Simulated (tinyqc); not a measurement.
# p-n diode, drift-diffusion by the Gummel loop with Scharfetter-Gummel fluxes: two studies

Abrupt junction at x = 0, p side from -Lp, n side to Ln, ohmic contacts. psi is counted from the intrinsic level; n = ni exp((psi - phin)/Vt), p = ni exp((phip - psi)/Vt). Contacts: p side psi = V - Vt ln(Na/ni), p = Na, n = ni^2/Na; n side psi = Vt ln(Nd/ni), n = Nd, p = ni^2/Nd. Constant mobilities, D = mu Vt, Boltzmann statistics, SRH recombination through a mid-gap level, U = (n p - ni^2)/(tp (n + ni) + tn (p + ni)). Current is positive from the p contact to the n contact.

Parameters, values chosen for the exercise; band and dielectric values those of a made-up semiconductor:
- T = 275 K (temperature)
- Eg = 1.02 eV (band gap)
- eps_r = 14.3 (relative permittivity)
- Nc = 1.97e19 cm^-3 (conduction-band density of states at T)
- Nv = 2.39e19 cm^-3 (valence-band density of states at T)
- Na = 3.2e16 cm^-3 (acceptor density of the p side)
- Nd = 5.5e15 cm^-3 (donor density of the n side)
- mun = 930 cm^2/(V s) (electron mobility)
- mup = 310 cm^2/(V s) (hole mobility)
- tn = 2e-9 s (SRH lifetime of electrons)
- tp = 2e-10 s (SRH lifetime of holes)
- Lp = 2.2 um (length of the p side)
- Ln = 5.1 um (length of the n side)
- G = 0 cm^-3 s^-1 (uniform generation rate)

Constants: q = 1.602176634e-19 C, kB = 1.380649e-23 J/K, Vt = kB T/q, eps0 = 8.8541878128e-14 F/cm where lengths are in cm. Results are converted to the units shown.

Each table varies one quantity; the others keep the values above.

## Current against voltage in the dark

ni = sqrt(Nc Nv) exp(-Eg/(2 Vt)), Eg in volts. Poisson and both continuity equations are solved self-consistently with Scharfetter-Gummel fluxes on a graded mesh of 500 nodes. J_scr is q times the integral of U between -xp and xn. Ideal diffusion current J_id = q ni^2 [Dn coth(wp/Le)/(Le Na) + Dp coth(wn/Lh)/(Lh Nd)] (exp(V/Vt) - 1), Le = sqrt(Dn tn), Lh = sqrt(Dp tp), wp = Lp - xp, wn = Ln - xn, with xp and xn from the depletion approximation (W = sqrt(2 eps0 eps_r (Vbi - V)(1/Na + 1/Nd)/q), xp = W Nd/(Na + Nd), xn = W Na/(Na + Nd), Vbi = Vt ln(Na Nd/ni^2)). Ideality factor = 0.004 V/(Vt ln[J(V + 0.004 V)/J(V)]). Here G = 0.

In this table G = 0 cm^-3 s^-1.

Current against voltage in the dark:
columns A: V (V); B: J (A/cm^2); C: ideality factor; D: J_scr/J (%); E: J_id (A/cm^2); F: share recombining at the contacts (%); G: larger minority/doping at -xp and xn
```
A           B     C     D        E       F        G
0.13  8.16e-5  1.76  99.8  1.44e-7  0.0123  1.03e-9
0.19  3.34e-4  1.82  99.5  1.81e-6  0.0377  1.28e-8
0.24  0.00107  1.80  98.7  1.50e-5  0.0968  1.05e-7
0.29  0.00351  1.74  96.7  1.23e-4   0.243  8.56e-7
0.35   0.0157  1.62  90.6  0.00155   0.681  1.06e-5
0.4    0.0606  1.49  80.1   0.0128    1.45  8.59e-5
0.45    0.267  1.35  63.4    0.106    2.69  6.87e-4
0.51     1.84  1.30  38.1     1.33    4.68  0.00787
0.56     8.58  1.52  19.3     10.9    6.89   0.0497
```

J rises from 8.16e-5 to 8.58 A/cm^2; the ideality factor moves up and down between 1.30 and 1.82. Recombination in the depleted layer carries over half of the current up to V = 0.45 V, where the factor is 1.35; it grows roughly as exp(V/2 Vt), so diffusion overtakes it. Where the factor is lowest (V = 0.51 V), J is 39 % above the ideal diffusion current.

## Effect of the donor density of the n side at fixed bias

Same model as above.

In this table V = 0.44 V.

Results:
columns A: Nd (cm^-3); B: J (A/cm^2); C: ideality factor; D: J_scr/J (%); E: J_id (A/cm^2); F: share recombining at the contacts (%); G: larger minority/doping at -xp and xn
```
A            B     C     D        E     F        G
5.5e15   0.196  1.38  67.2   0.0692  2.40  4.54e-4
1.1e16   0.120  1.39  68.9   0.0384  3.98  1.24e-4
4.2e16  0.0525  1.42  70.1   0.0157  9.29  1.66e-5
8.4e16  0.0431  1.47  72.9   0.0117  11.4  1.64e-5
1.6e17  0.0404  1.51  75.8  0.00977  12.2  1.63e-5
```

Estimate the missing row, Nd = 2.1e16 cm^-3.

Computed row:
columns A: Nd (cm^-3); B: J (A/cm^2); C: ideality factor; D: J_scr/J (%); E: J_id (A/cm^2); F: share recombining at the contacts (%); G: larger minority/doping at -xp and xn
```
A            B     C     D       E     F        G
2.1e16  0.0777  1.40  69.7  0.0237  6.21  3.60e-5
```

With this row back in the table: As Nd rises from 5.5e15 to 1.6e17, J falls from 0.196 to 0.0404 A/cm^2, the share of the depleted layer rises from 67.2 to 75.8 % and the share lost at the contacts rises from 2.40 to 12.2 %. The exponent d ln J/d ln Nd is -0.71 between the first two rows and -0.10 between the last two. J less J_scr is 0.015 % above J_id in the last row.

Computed by the program tinyqc: `OMP_NUM_THREADS=1 python tinyqc.py 2240160 2240161 out.jsonl`, one thread of a shared Intel Xeon 2.30GHz, about 0.2 s for the whole run.
